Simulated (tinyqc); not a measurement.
# From one set of inputs to another, one input at a time

Model: longitudinal sound in a periodic multilayer: transfer matrices, stop bands and folded phonons. Computed by tinyqc, a small Python program. Command: `OMP_NUM_THREADS=1 python tinyqc.py 3009337 3009338 out.jsonl multilayer ladder`. One thread of a shared host (Intel(R) Xeon(R) Processor @ 2.30GHz), about 0.03 s of CPU time with the checks.

Layers 1 and 2 repeat with period d = d_1 + d_2; waves travel normal to the layers, without loss. State vector (u, s): displacement u and stress divided by omega. Impedances Z = rho v are in 1e6 kg/(m^2 s).

The inputs printed are set A. Set A is modelled on copper (layer 1), tantalum (layer 2) and silicon (substrate); the values taken over come from a set modelled on silica (layer 1), platinum (layer 2) and silica (substrate). Inputs not listed in the table keep their values of set A, so the rows need not describe a real material.

Inputs (values chosen for the exercise, modelled on copper (layer 1), tantalum (layer 2) and silicon (substrate)): density rho_1 = 8.78 g/cm^3; velocity v_1 = 4840 m/s; thickness d_1 = 2.28 nm; density rho_2 = 16.4 g/cm^3; velocity v_2 = 4190 m/s; thickness d_2 = 1.99 nm; substrate density = 2.36 g/cm^3; substrate velocity = 8580 m/s; periods N = 2; optical wave vector q d/pi = 0.11.

Method:
- Z = rho v; interface reflection r = (Z_2 - Z_1)/(Z_2 + Z_1) (stress amplitude, from 1 into 2); Bragg frequency f_B = 1/[2 (d_1/v_1 + d_2/v_2)]; long-wave velocity v_eff = d/sqrt[(d_1/v_1)^2 + (d_2/v_2)^2 + (Z_1/Z_2 + Z_2/Z_1)(d_1/v_1)(d_2/v_2)].
- A layer maps (u, s) by [[cos p, sin p/Z], [-Z sin p, cos p]], p = 2 pi f d_i/v_i; one period is M = M_2 M_1, and cos(q d) = trace(M)/2.
- For N periods A = M^N. A wave comes from a thick layer of material 1 and leaves into the substrate (Z_s): transmitted power T = 4 Z_1 Z_s/|Z_1 A_22 + Z_s A_11 - i (Z_1 Z_s A_12 - A_21)|^2, reflected power R = 1 - T.
- Gap m contains m f_B; its edges, where trace(M)/2 = (-1)^m, are found by root search. Weak-contrast estimate of the width: (4 f_B/pi) |r sin(m pi a)|, a = (d_1/v_1)/(d_1/v_1 + d_2/v_2).
- Light transfers the wave vector q. Solve trace(M)/2 = cos(q d) on the first branch (Brillouin line) and on the two branches around 2 f_B (first folded doublet); 1/cm = 29.9792458 GHz.

Each row keeps all changes above it:
```
input moved                 from    to  long-wave velocity v_eff (m/s)  centre of the doublet (1/cm)  lower edge (GHz)
set A                          -     -                            4386                         35.26             448.4
thickness d_1 (nm)          2.28  2.54                            4404                         33.37             424.5
thickness d_2 (nm)          1.99  1.74                            4426                         35.51             452.3
velocity v_2 (m/s)          4190  4090                            4391                         35.12             451.2
substrate density (g/cm^3)  2.36  2.17                            4391                         35.12             451.2
density rho_1 (g/cm^3)      8.78  2.18                            3096                         35.30             254.1
velocity v_1 (m/s)          4840  6060                            3758                         39.50             314.8
density rho_2 (g/cm^3)      16.4    21                            3445                         39.50             281.7
```

Which inputs carry the difference?

Long-wave velocity v_eff goes from 4390 to 3450, a factor 0.785 in all. The largest single move comes from density rho_1 (a factor 0.705), and velocity v_1 works against it (a factor 1.21). Centre of the doublet goes from 35.3 to 39.5, a factor 1.12 in all. The largest single move comes from velocity v_1 (a factor 1.12), and thickness d_1 works against it (a factor 0.946). Lower edge goes from 448 to 282, a factor 0.628 in all. The largest single move comes from density rho_1 (a factor 0.563), and velocity v_1 works against it (a factor 1.24). The single moves hold for this order of the switches; the total does not depend on the order.

Caution (all rows): at these frequencies damping, strong in glasses, and rough interfaces, both left out here, can weaken the stop bands; layers only a few atoms thick are also beyond continuum acoustics.

Extremes, crossings and ranges named in words are read from the listed rows.
